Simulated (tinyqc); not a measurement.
# Screening length from the swing

Inverse problem. In a simple model of a Schottky-barrier transistor a barrier thinner than d = 3.3 nm is transparent, so the effective barrier is pn - psi (1 - exp(-d/lam)) and the swing beyond flat band is Vt ln 10/(1 - exp(-d/lam)). Find the thermionic swing, lam, and the effective barrier at psi = 0.2 V.

Values chosen for this exercise:

| symbol | value | unit | meaning |
|---|---|---|---|
| T | 300 | K | temperature |
| pn | 0.62 | eV | barrier for electrons at both contacts |

Constants: q = 1.602176634e-19 C, kB = 1.380649e-23 J/K, Vt = kB T/q. Results are converted to the units shown.

swing in the tunnelling range = 76.623427 mV/decade

Solution. The ratio of the two swings is 1 - exp(-d/lam).

Vt ln 10 = 59.5 mV/decade
lam = 2.20 nm
effective barrier = 0.465 eV

Program tinyqc, `OMP_NUM_THREADS=1 python tinyqc.py 2390115 2390116 out.jsonl`; Intel Xeon 2.30GHz, shared host, one thread, about 0.4 s.
